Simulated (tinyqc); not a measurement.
Worked calculation: Pariser-Parr-Pople SCF with singles CI, for the molecule C=Cc1ccccc1 (SMILES; centres numbered as the heavy atoms are written). One step of it, computed by the program tinyqc.

Question. PPP integrals. Ohno: gamma = 14.399645/sqrt(R^2 + a^2), a = 2 x 14.399645/(gamma_rr + gamma_ss); H_rr = -W_r - sum_(s != r) z_s gamma_rs; H_rs = beta for bonds.

Centres (angstrom, eV; a flat drawing with bonds scaled to 1.40 angstrom):
```
centre          x          y  core charge z          W   gamma_rr
1C      -2.879000   0.438000              1  11.160000  11.130000
2C      -1.930000  -0.591000              1  11.160000  11.130000
3C      -0.564000  -0.283000              1  11.160000  11.130000
4C       0.385000  -1.311000              1  11.160000  11.130000
5C       1.751000  -1.003000              1  11.160000  11.130000
6C       2.167000   0.333000              1  11.160000  11.130000
7C       1.218000   1.362000              1  11.160000  11.130000
8C      -0.148000   1.054000              1  11.160000  11.130000
```

Resonance integrals (eV):
```
i  j       beta
1  2  -2.390000
2  3  -2.390000
3  4  -2.390000
4  5  -2.390000
5  6  -2.390000
6  7  -2.390000
7  8  -2.390000
8  3  -2.390000
```

Give: repulsion gamma_rs; core matrix H.

Answer.

repulsion gamma_rs (eV), order 1C, 2C, 3C, 4C, 5C, 6C, 7C, 8C:
```
[[11.1300, 7.5544, 5.2396, 3.6710, 2.8692, 2.7637, 3.2766, 4.6690],
 [7.5544, 11.1300, 7.5530, 5.2401, 3.6702, 3.2766, 3.6696, 5.2387],
 [5.2396, 7.5530, 11.1300, 7.5566, 5.2401, 4.6690, 5.2387, 7.5532],
 [3.6710, 5.2401, 7.5566, 11.1300, 7.5530, 5.2398, 4.6688, 5.2402],
 [2.8692, 3.6702, 5.2401, 7.5530, 11.1300, 7.5560, 5.2402, 4.6691],
 [2.7637, 3.2766, 4.6690, 5.2398, 7.5560, 11.1300, 7.5544, 5.2396],
 [3.2766, 3.6696, 5.2387, 4.6688, 5.2402, 7.5544, 11.1300, 7.5530],
 [4.6690, 5.2387, 7.5532, 5.2402, 4.6691, 5.2396, 7.5530, 11.1300]]
```

core matrix H (eV), order 1C, 2C, 3C, 4C, 5C, 6C, 7C, 8C:
```
[[-41.2035, -2.3900, 0.0000, 0.0000, 0.0000, 0.0000, 0.0000, 0.0000],
 [-2.3900, -47.3626, -2.3900, 0.0000, 0.0000, 0.0000, 0.0000, 0.0000],
 [0.0000, -2.3900, -54.2101, -2.3900, 0.0000, 0.0000, 0.0000, -2.3900],
 [0.0000, 0.0000, -2.3900, -50.3294, -2.3900, 0.0000, 0.0000, 0.0000],
 [0.0000, 0.0000, 0.0000, -2.3900, -47.9577, -2.3900, 0.0000, 0.0000],
 [0.0000, 0.0000, 0.0000, 0.0000, -2.3900, -47.4592, -2.3900, 0.0000],
 [0.0000, 0.0000, 0.0000, 0.0000, 0.0000, -2.3900, -48.3613, -2.3900],
 [0.0000, 0.0000, -2.3900, 0.0000, 0.0000, 0.0000, -2.3900, -51.3227]]
```
